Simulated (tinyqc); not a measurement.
Band folding and unfolding in a supercell of a chain: sweeps and comparisons. A value that a table varies takes the place of the one given here.

A chain with hopping -t and n = 5 sites a supercell. H(K) has v_j on the diagonal, -t between neighbours and -t exp(2 pi i K) on the bond that closes the cell (from the last site to the first of the next cell). The point K holds the n wave vectors k_m = (K + m)/n of the primitive zone, in 2 pi/a, m = 0 to n - 1, with E0 = -2t cos(2 pi k_m). The unfolding weight of a state c on k_m is |sum_j c_j exp(-2 pi i k_m j)|^2/n, j = 0 to n - 1.

Parameters, chosen for this exercise: t = 1.34 eV (hopping); v = (0.764, 0.236, -0.618, -0.618, 0.236) eV (site energies in the supercell); Kq = 0.43 2 pi/(n a) (wave vector in the small zone).

## Minigaps against first-order theory

Gap i lies between minibands i and i + 1, at K = 1/2 for odd i and K = 0 for even i, where k = +/- i/(2n) are degenerate; first order gives 2|V_i|, the Fourier component V_q = (1/n) sum_j v_j exp(-2 pi i q j/n) for q equal to the number of the gap. Computed for the potential at full and at half strength.

Gaps (eV):
```
i,E0 at the crossing,2|V_i|,gap,gap at half strength
1,-2.1682,0.7639,0.7506,0.3803
2,-0.8282,0.0001,0.1593,0.0403
3,0.8282,0.0001,0.1348,0.0371
4,2.1682,0.7639,0.7526,0.3805
```

Halving the potential about halves gaps 1 and 4, the scaling of first order. For i = 2 and 3 the first-order term is below 1 meV and the gap opens at higher order (full over half strength: 4.0 and 3.6). The largest miss of first order is 159 meV, at i = 2; the potential spans 1.03 t.

## From folded lines to real minibands

The potential is scaled by x. For the lowest level at K: energy, second-order estimate E0(k_0) + x V_0 - x^2 sum_m |V_m|^2/(E0(k_m) - E0(k_0)), weight on k_0, and width of the lowest miniband between K = 0 and 1/2.

Lowest level:
```
x,E (eV),second order (eV),weight on k_0,miniband width (eV)
0.00,-2.2982,-2.2982,1.000,0.5118
0.25,-2.3310,-2.3343,0.911,0.4232
0.50,-2.4074,-2.4425,0.791,0.3482
1.00,-2.6097,-2.8756,0.665,0.2351
1.50,-2.8405,-3.5974,0.607,0.1609
2.00,-3.0875,-4.6079,0.573,0.1127
3.00,-3.6129,-7.4951,0.532,0.0598
4.00,-4.1653,-11.5372,0.506,0.0348
```

Second order is -265.9 meV off at x = 1 and -3882 meV at x = 3. The weight on the parent k falls to 0.66 at x = 1 and 0.51 at x = 4, and the miniband narrows from 0.512 to 0.035 eV as the state gathers on the low sites. While the weight stays near one the primitive band is still the right picture and the folded copies carry little spectral weight.

## What each change does

The two lowest levels at K and the weight of the lowest on k_0. Each row changes one parameter from the base and keeps the others.

Results:
```
case,level 1 (eV),level 2 (eV),weight
base,-2.6097,-1.8090,0.6648
t = 1.474 eV,-2.8272,-2.0143,0.6804
"v = (-0.764, -0.236, 0.618, 0.618, -0.236) eV",-2.6104,-1.8077,0.6642
Kq = 0.285 2 pi/(n a),-2.7073,-1.5755,0.8588
```

The largest shifts from the base row, up to three for each result and ties (the steps differ in size, so this ranks the rows, not the parameters). level 1 (eV): t -0.2175, Kq -0.0976, v -0.0007. level 2 (eV): Kq +0.2335, t -0.2052, v +0.0013. weight: Kq +0.1939, t +0.0156, v -0.0006.

Program tinyqc; command `OMP_NUM_THREADS=1 python tinyqc.py 1451155 1451156 out.jsonl`; about 0.01 s on one thread of a shared Intel(R) Xeon(R) Processor @ 2.30GHz.
